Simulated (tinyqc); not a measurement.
Deep-level transient spectroscopy: one step of the calculation.

Schottky contact on an n-type layer with shallow donors Nd (all ionised) and a donor-like deep trap, neutral when filled and positive when empty; depletion approximation. Traps within lam of the depletion edge stay filled. A long pulse to Vp fills the traps beyond x1 = Wp - lam; back at Vr those between x1 and x2 = Wr - lam emit. A rate window reads S = C(t2) - C(t1).

Problem. Poole-Frenkel lowering. A Coulomb centre of charge +q (when empty) in the field F lowers its barrier by dE = sqrt(q F/(pi eps0 eps_r)) along the field. One-dimensional rate: en exp(b), b = dE/kB T; three-dimensional (Hartke): en {[1 + (b - 1) exp(b)]/b^2 + 1/2}.

Inputs (values chosen for the exercise); material values those of a made-up semiconductor:
```
symbol,value,unit,meaning
eps_r,9.71,,relative permittivity
T,209,K,temperature of the transient
F,45,kV/cm,field at the trap
```

Constants: q = 1.602176634e-19 C, kB = 1.380649e-23 J/K, eps0 = 8.8541878128e-14 F/cm where lengths are in cm. Results are converted to the units shown.

en = 874.39406 1/s

Wanted: dE; b; rate, one-dimensional; rate, three-dimensional.

Solution.

dE = 51.666 meV
b = 2.8687
rate, one-dimensional = 15401 1/s
rate, three-dimensional = 4040.7 1/s

Computed by the program tinyqc: `OMP_NUM_THREADS=1 python tinyqc.py 2050027 2050028 out.jsonl`, one thread of a shared Intel Xeon 2.30GHz, about 0.01 s for the whole run.
